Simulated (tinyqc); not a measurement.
# Esaki diode in forward bias, two-band WKB, step by step

Computed by the program tinyqc: `OMP_NUM_THREADS=1 python tinyqc.py 2620096 2620097 out.jsonl`, one thread of a shared Intel Xeon 2.30GHz, about 0.01 s for the whole run. Printed values are rounded.

Abrupt p-n junction, depletion approximation. Energies E are counted from the conduction-band edge of the neutral n side; its Fermi level lies at dn, that of the p side at dn - V, and the valence-band edge of the neutral p side at Em = dn + dp - V. Tunnelling needs 0 < E < Em. Two-band dispersion with equal masses m: inside the gap kappa = sqrt(m u (1 - u/Eg)/C), u the distance from a band edge, C = hbar^2/(2 m0).

Parameters, values chosen for the exercise; band and dielectric values close to those of indium phosphide:
- T = 350 K (temperature)
- Eg = 1.34 eV (band gap)
- eps_r = 12.6 (relative permittivity)
- Nc = 7.18e17 cm^-3 (conduction-band density of states at 350 K)
- Nv = 1.4e19 cm^-3 (valence-band density of states at 350 K)
- m = 0.092 m0 (band-edge mass of the two-band model)
- Na = 2.6e19 cm^-3 (acceptor density)
- Nd = 4.7e19 cm^-3 (donor density)
- V = 0.36 V (bias of the p side)
- nE = 9 (points of the energy grid)

Constants: q = 1.602176634e-19 C, kB = 1.380649e-23 J/K, hbar = 1.054571817e-34 J s, h = 6.62607015e-34 J s, m0 = 9.1093837015e-31 kg, Vt = kB T/q, eps0 = 8.8541878128e-14 F/cm where lengths are in cm, hbar^2/(2 m0) = 0.0380998212 eV nm^2. Results are converted to the units shown.

Range of the model: Parabolic densities of states, no band tails and no gap narrowing, all of which matter at such doping.

## Fermi levels and built-in voltage

Nd = Nc F12(dn/Vt), Na = Nv F12(dp/Vt), F12(x) = (2/sqrt(pi)) int_0^infinity sqrt(u)/(1 + exp(u - x)) du; dn = EF - Ec on the n side, dp = Ev - EF on the p side (negative outside the bands); Vbi = Eg + dn + dp.

dn = 0.590994 eV
dp = 0.0379863 eV
Vbi = 1.96898 V

Boltzmann statistics would give dn = 0.126 eV and dp = 0.0187 eV. At zero bias the bands of the two sides overlap by dn + dp.

## Width, field and exponent

W = sqrt(2 eps0 eps_r (Vbi - V)(1/Na + 1/Nd)/q), mean field F = (Vbi - V)/W, peak field 2 F. In a uniform field F the exponent is S = pi sqrt(m/C) Eg^1.5/(4 F). Transverse energy Et = C kt^2/m raises it to S (1 + 4 Et/Eg), so T = exp(-S) exp(-Et/Eb) with Eb = Eg/(4 S). KJ = (2 q^2/h) m/(4 pi C) (times 1e14 for A/cm^2 per eV^2).

W = 11.5697 nm
mean field = 1.39069 MV/cm
S = 13.6129
exp(-S) = 1.22464e-6
Eb = 24.6091 meV
tunnelling length Eg/F = 9.63551 nm

## Current density on a coarse grid

J = KJ exp(-S) Eb times the integral from 0 to Em of [f(E - dn) - f(E - dn + V)] [1 - exp(-min(E, Em - E)/Eb)] dE, f(x) = 1/(1 + exp(x/Vt)), with S and Eb from the mean field; J > 0 flows from p to n. KJ = (2 q^2/h) m/(4 pi C) (times 1e14 for A/cm^2 per eV^2). Simpson's rule on nE equally spaced points from 0 to Em.

```
point    E (eV)  difference of the f  transverse factor
0      0.000000             0.000472           0.000000
1      0.033623             0.001437           0.744942
2      0.067245             0.004367           0.934946
3      0.100868             0.013197           0.983407
4      0.134490             0.039178           0.995768
5      0.168113             0.110575           0.983407
6      0.201735             0.274859           0.934946
7      0.235358             0.536101           0.744942
8      0.268980             0.778911           0.000000
```

integral = 0.0301343 eV
KJ = 1.48885e9 A/(cm^2 eV^2)
J = 1.35212 A/cm^2

A converged quadrature gives 1.369 A/cm^2; this grid is 1.2 % below that in size.
